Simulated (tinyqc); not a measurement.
First phase against the interface composition: thermodynamics of metal silicides: hull, first phase, silicon consumed, nucleation and stability against SiO2. Computed by tinyqc, a small Python program. Command: `OMP_NUM_THREADS=1 python tinyqc.py 3011897 3011898 out.jsonl silphase walk`. One thread of a shared host (Intel(R) Xeon(R) Processor @ 2.30GHz), about 0.01 s of CPU time with the checks.

Entropies of formation of the solids are neglected, so heats stand for free energies. Si fractions: M2Si 0.3333, MSi 0.5000, MSi2 0.6667.

Inputs (values chosen for the exercise, for a model metal): heat of formation of M2Si = -45.3 kJ/mol atoms; heat of formation of MSi = -52.5 kJ/mol atoms; heat of formation of MSi2 = -22.9 kJ/mol atoms.

Phases: M2Si, MSi, MSi2.

Method. Effective heat of formation: at the interface the mixture has the Si fraction x_e; the limiting element scales the heat, H_eff = H x_e/x if x_e < x, H (1 - x_e)/(1 - x) otherwise. The rule names the most negative as the first phase; its restriction to congruently melting phases is left out here.

H_eff (kJ/mol atoms):
```
x_e       M2Si     MSi     MSi2  first phase
0.10  -13.5900  -10.50   -3.435         M2Si
0.20  -27.1800  -21.00   -6.870         M2Si
0.30  -40.7700  -31.50  -10.305         M2Si
0.36  -43.4880  -37.80  -12.366         M2Si
0.42  -39.4110  -44.10  -14.427          MSi
0.48  -35.3340  -50.40  -16.488          MSi
0.54  -31.2570  -48.30  -18.549          MSi
0.60  -27.1800  -42.00  -20.610          MSi
0.66  -23.1030  -35.70  -22.671          MSi
0.75  -16.9875  -26.25  -17.175          MSi
```

What does the comparison show, and why?

Each phase is a triangle with its apex at its own composition. In order of x_e the first phase is M2Si, then MSi. On either side of all three the ranking is that of H/x (Si-poor) or H/(1 - x) (Si-rich).
